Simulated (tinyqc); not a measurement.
The lens: binary melting diagram from solution models of liquid and solid. Computed by tinyqc, a small Python program. Command: `OMP_NUM_THREADS=1 python tinyqc.py 3031528 3031529 out.jsonl melt walk`. One thread of a shared host (Intel(R) Xeon(R) Processor @ 2.30GHz), about 0.01 s of CPU time with the checks.

x is the fraction of B. In a phase with interaction L: mu_A = G_A + R T ln(1 - x) + L x^2, mu_B = G_B + R T ln x + L (1 - x)^2. Melting: G(liquid) - G(solid) = H (1 - T/T_m) for each pure component.

Inputs (values chosen for the exercise, for a model alloy):
```
quantity                value    unit
melting point T_A        1285       K
melting point T_B         690       K
heat of melting H_A      30.1  kJ/mol
heat of melting H_B      17.5  kJ/mol
liquid interaction L_L    5.3  kJ/mol
solid interaction L_S     3.7  kJ/mol
```

Diagram: complete solid solution (lens).

Constants: R = 8.314462618 J/(mol K).

Method. Equal potentials: F_A = dG_A + R T ln[(1 - xl)/(1 - xs)] + L_L xl^2 - L_S xs^2 = 0, F_B = dG_B + R T ln(xl/xs) + L_L (1 - xl)^2 - L_S (1 - xs)^2 = 0. Newton steps from the ideal values with the exact Jacobian, halved if x would leave (0, 1); stop below 1e-12, residuals under 1e-7 shown as 0.

Liquidus and solidus:
```
T (K)       xl       xs  ideal xl  ideal xs
1255   0.09270  0.02547   0.08533   0.02161
1166   0.36865  0.09665   0.31870   0.09174
1077   0.60653  0.16673   0.52060   0.17397
988    0.77474  0.24713   0.68897   0.27455
898    0.88339  0.35897   0.82371   0.40637
809    0.94949  0.54095   0.92155   0.58837
720    0.98992  0.86158   0.98552   0.86789
```

What does the comparison show, and why?

The lens is widest among these rows at 988 K (0.528 in x, ideal 0.417). L_L - L_S = +1.6 kJ/mol, relative to the mixed solid, penalises the mixed liquid, and the liquidus lies above the ideal one in every row.
